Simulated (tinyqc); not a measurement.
A discretised effective-mass wire between two leads, recursive Green functions: transmission against energy.

Finite differences on a grid of step a give a chain with hopping -t, t = C/(m a^2), C = hbar^2/(2 m0), and site energies 2 t + U_i for the N = 8 sites of the device; the semi-infinite leads have site energy 2 t. Each slice is one site, and V = -t couples neighbouring slices.

Sigma = t^2 g(E - 2 t), g(x) = (x - i sqrt(4 t^2 - x^2))/(2 t^2) for |x| < 2 t and (x - sign(x) sqrt(x^2 - 4 t^2))/(2 t^2) otherwise; Gamma = i (Sigma - Sigma^dagger); both leads give the same. Forward pass: g_1 = (E - H_1 - Sigma)^(-1), g_i = (E - H_i - V g_(i-1) V^dagger)^(-1), with Sigma also subtracted on the last slice; G_(i,1) = g_i V G_(i-1,1), starting from g_1. H_i is the block of slice i, its site energy. T(E) = Tr[Gamma G_(N,1) Gamma G_(N,1)^dagger].

Parameters, values chosen for the exercise:
- m = 0.067 m0 (effective mass)
- a = 0.81 nm (grid step)
- U = [0, 0.122, 0.204, 0.245, 0.245, 0.204, 0.122, 0] eV (potential on the sites 1 to N)

Constants: q = 1.602176634e-19 C, hbar = 1.054571817e-34 J s, m0 = 9.1093837015e-31 kg, hbar^2/(2 m0) = 0.0380998212 eV nm^2. Results are converted to the units shown.

Results:
```
E (eV)  open modes      T(E)  T(E) per open mode
0.007            1  0.003029            0.003029
0.048            1   0.02753             0.02753
0.088            1   0.06636             0.06636
0.128            1    0.1259              0.1259
0.208            1    0.3263              0.3263
0.249            1    0.4671              0.4671
0.289            1    0.6118              0.6118
0.329            1    0.7435              0.7435
0.369            1    0.8474              0.8474
0.41             1    0.9203              0.9203
0.45             1    0.9632              0.9632
0.49             1    0.9861              0.9861
```

Estimate the missing row, E = 0.168 eV.

Computed row:
```
E (eV)  open modes    T(E)  T(E) per open mode
0.168            1  0.2119              0.2119
```

With this row back in the table: T(E) lies between 0.00303 (E = 0.007 eV) and 0.986 (E = 0.49 eV) in these rows. The leads offer 1 open mode(s), of which the mean share 0.48 is transmitted.

Computed by the program tinyqc: `OMP_NUM_THREADS=1 python tinyqc.py 2660018 2660019 out.jsonl`, one thread of a shared Intel Xeon 2.30GHz, about 0.02 s for the whole run.
